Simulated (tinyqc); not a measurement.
Thickness, silicon consumed, volume change, sheet resistance: thermodynamics of metal silicides: hull, first phase, silicon consumed, nucleation and stability against SiO2. Computed by tinyqc, a small Python program. Command: `OMP_NUM_THREADS=1 python tinyqc.py 3009745 3009746 out.jsonl silphase walk`. One thread of a shared host (Intel(R) Xeon(R) Processor @ 2.30GHz), about 0.01 s of CPU time with the checks.

Entropies of formation of the solids are neglected, so heats stand for free energies. Si fractions: M5Si3 0.3750, MSi 0.5000, MSi2 0.6667.

Inputs (values chosen for the exercise, of the order of those of titanium silicides for heats and volumes only): molar volume of M = 10.64 cm^3/mol; molar volume of Si = 12.06 cm^3/mol; metal thickness t = 39 nm.

Phases: M5Si3, MSi, MSi2.

volumes of the three phases per mole of M (cm^3/mol): 14.7  17.8  26.4

resistivities of the three phases (microohm cm): 65  16  39

Method. Per phase M_a Si_b, for ample silicon (not limited to t_Si): silicide thickness = t V/V_M; silicon consumed = t (b/a) V_Si/V_M; net volume change = V/(V_M + (b/a) V_Si) - 1; the top surface lies (silicide thickness - silicon consumed) above the old interface; sheet resistance = resistivity/thickness.

Films:

| phase | thickness (nm) | Si consumed (nm) | volume change (%) | top above old interface (nm) | sheet resistance (ohm) |
|---|---|---|---|---|---|
| M5Si3 | 53.882 | 26.523 | -17.767 | 27.359 | 12.063 |
| MSi | 65.244 | 44.205 | -21.586 | 21.039 | 2.452 |
| MSi2 | 96.767 | 88.410 | -24.051 | 8.357 | 4.030 |

silicon consumed by MSi = 44.205 nm

sheet resistance of MSi = 2.4523 ohm

What follows from these numbers?

For a given sheet resistance the silicon consumed goes as resistivity x (b/a)/V: M5Si3 2.65, MSi 0.899, MSi2 2.95. It is least for MSi, which matters on shallow junctions and thin silicon. All three reactions shrink the total volume.

Extremes, crossings and ranges named in words are read from the listed rows.
